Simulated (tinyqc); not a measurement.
Tail temperature from the power law.

Inverse problem. When tail states hold most of the charge, the linear current goes as I = A (Vg - VT)^g with g = 2 Tt/T - 1. Find g, Tt and the tail width kB Tt.

Values chosen for this exercise:
```
symbol  value  unit      meaning
T         250     K  temperature
```

Constants: q = 1.602176634e-19 C, kB = 1.380649e-23 J/K, Vt = kB T/q. Results are converted to the units shown.

I at Vg - VT = 13 and 20 V (nA): 1214.1694  2636.5453

Solution. g is the slope of ln I against ln(Vg - VT).

g = 1.800
Tt = 350.0 K
kB Tt = 30.16 meV

Program tinyqc, `OMP_NUM_THREADS=1 python tinyqc.py 2610035 2610036 out.jsonl`; Intel Xeon 2.30GHz, shared host, one thread, about 0.02 s.
